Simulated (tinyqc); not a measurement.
Inside a calculation. Method: Hubbard chain of 6 sites. One step of it, computed by the program tinyqc.

Task: Mean-field iteration 1. H(up) = T + U n(down), H(down) = T + U n(up); fill the lowest levels; n(new) = n + mixing (n(out) - n); E = tr T (rho up + rho down) + U sum n_up n_down of the output.

one-body matrix (hopping and site energies) (eV), order 1, 2, 3, 4, 5, 6:
$$\begin{pmatrix}
0.000000 & -0.590000 & 0.000000 & 0.000000 & 0.000000 & 0.000000 \\
-0.590000 & 0.000000 & -0.590000 & 0.000000 & 0.000000 & 0.000000 \\
0.000000 & -0.590000 & 0.000000 & -0.590000 & 0.000000 & 0.000000 \\
0.000000 & 0.000000 & -0.590000 & 0.000000 & -0.590000 & 0.000000 \\
0.000000 & 0.000000 & 0.000000 & -0.590000 & 0.000000 & -0.590000 \\
0.000000 & 0.000000 & 0.000000 & 0.000000 & -0.590000 & 0.000000
\end{pmatrix}$$

U = 5.100000 eV

electrons, up and down: [1, 1]

mixing = 1

n(up) at the start (a guess, not normalised): 1 0.617000, 2 0.000000, 3 0.617000, 4 0.000000, 5 0.617000, 6 0.000000

n(down) at the start (a guess): 1 0.000000, 2 0.617000, 3 0.000000, 4 0.617000, 5 0.000000, 6 0.617000

Give: levels, up; levels, down; energy; n(up) after iteration 1; n(down) after iteration 1.

Result:

levels, up (eV): [-0.3255, -0.1635, -0.0218, 3.1685, 3.3102, 3.4722]

levels, down (eV): [-0.3255, -0.1635, -0.0218, 3.1685, 3.3102, 3.4722]

energy = -0.8479 eV

n(up) after iteration 1: 1 0.0984, 2 0.0299, 3 0.4966, 4 0.0466, 5 0.3194, 6 0.0092

n(down) after iteration 1: 1 0.0092, 2 0.3194, 3 0.0466, 4 0.4966, 5 0.0299, 6 0.0984
